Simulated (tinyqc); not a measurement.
Scattering of inversion-layer electrons by surface optical phonons of the gate insulator (remote phonon scattering): one step, computed by the program tinyqc. Command: `OMP_NUM_THREADS=1 python tinyqc.py 3110561 3110562 out.jsonl sophonon walk`. One thread of a shared host (Intel(R) Xeon(R) Processor @ 2.30GHz), about 0.01 s of CPU time with the checks.

One subband with the Fang-Howard envelope; insulator and channel are half-spaces, the gate is far away, and an interlayer only moves the polar surface away by t (its own modes and its permittivity contrast are left out).

Problem. The electron gas. Density of states D = g_v m/(pi hbar^2); eta = E_F/(k_B T) = ln(exp(n/(D k_B T)) - 1); screening wave number q_s = e^2 D/(2 eps_0 eps_avg) x 1/(1 + exp(-eta)), eps_avg = (eps_s + eps_inf)/2; b = 3/z0.

Inputs (values chosen for the exercise, modelled on HfO2 on In0.53Ga0.47As):
```
quantity                                  value    unit
optical constant eps_inf                   4.96       -
constant of the channel eps_s              13.9       -
in-plane mass m                          0.0414     m_0
valleys g_v                                   1       -
sheet density n                           6e+11  1/cm^2
mean distance of the electrons z0 = 3/b     2.8      nm
temperature T                               250       K
```

Constants: hbar^2/(2 m_0) = 3.80998212 eV angstrom^2; k_B = 8.617333262e-05 eV/K; e^2/(4 pi eps_0) = 14.39964548 eV angstrom.

Give: D; eta; q_s; b.

Solution.

D = 1.7294e+13 1/(eV cm^2)

eta = 1.3875

q_s = 0.13277 1/nm

b = 1.0714 1/nm
